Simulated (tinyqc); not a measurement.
Inside a calculation: configuration-coordinate model of carrier capture at a defect. Values are carried at full precision from step to step, so a last printed digit may differ when a step is redone from the rounded ones.

Two parabolas of equal curvature k in one coordinate Q: with the carrier free at the band edge, U_f = k Q^2/2; with the carrier trapped, U_t = k (Q - dQ)^2/2 - ET. ER = k dQ^2/2, Huang-Rhys factor S = ER/hw, hw = 0.0646541 sqrt(k/M) eV for k in eV/angstrom^2 and M in u. The curves cross at a height Eb = (ER - ET)^2/(4 ER) above the free minimum.

Constants: kB = 8.617333262e-05 eV/K.

Inputs chosen for the exercise (of the size met at a vacancy centre in SiC; the results hold for these values, not for the real material): ET = 0.63 eV (thermal depth of the level below the band edge); ER = 0.42 eV (relaxation energy); hw = 0.058 eV (phonon energy of the mode); M = 70 u (mass of the mode); T = 77 K (temperature); nu = 1e+13 1/s (attempt rate).

## The two parabolas

Form S, k, dQ, the crossing point Qc = (ER - ET)/(k dQ), Eb, and the emission barrier Eb + ET.

S = 7.241
k = 56.3329 eV/angstrom^2
dQ = 0.1221 angstrom
Qc = -0.0305 angstrom

barriers (eV): capture 0.0262, emission 0.6562

ER < ET: the crossing lies on the far side of the free minimum (the inverted case), where tunnelling between vibrational states can matter much if Eb is well above hw.

## Optical transitions

Vertical ionisation from the trapped minimum costs ET + ER; vertical capture from the free minimum releases ET - ER (none if negative); the band has a standard deviation sqrt(S hw^2 coth(hw/2kT)) with S = ER/hw, and a full width 2.35482 times that.

energies (eV): ionisation peak 1.050, zero-phonon 0.630, emission peak 0.210

coth(hw/2kT) = 1.0003
standard deviation = 0.1561 eV
full width = 0.3676 eV

Radiative capture would peak at 0.210 eV. The optical peak exceeds the thermal depth by a factor 1.67.

## The multiphonon factor

Multiphonon factor for giving p = ET/hw phonons to the lattice: W = exp(-S (2 nb + 1)) ((nb + 1)/nb)^(p/2) I_p(x), nb = 1/(exp(hw/kT) - 1), x = 2 S sqrt(nb (nb + 1)), I_p the modified Bessel function. Classical limit: W = hw exp(-Eb/kT)/sqrt(4 pi ER kT). At T = 0: exp(-S) S^p/Gamma(p + 1).

Form p, nb, x and ln W, the classical ln W, and the capture time 1/(nu W).

p, nb, x: 10.8621  0.0002  0.1832

ln W: quantum -2.903, classical -5.127

capture time = 1.82e-12 s

The quantum factor is 9.25 times the classical one at kT/hw = 0.11: nuclear tunnelling rules.

## Emission by detailed balance

For equal degeneracies and one band-edge state, emission time = capture time x exp(ET/kT).

ET/kT = 94.946
log10 of the emission time in s = 29.50

## Checks

- Ln W for the nearest whole p against the double Poisson sum over emitted and absorbed phonons: both -2.96562.

tinyqc: `OMP_NUM_THREADS=1 python tinyqc.py 1451740 1451741 out.jsonl`; about 0.01 s, one thread, shared Intel(R) Xeon(R) Processor @ 2.30GHz.
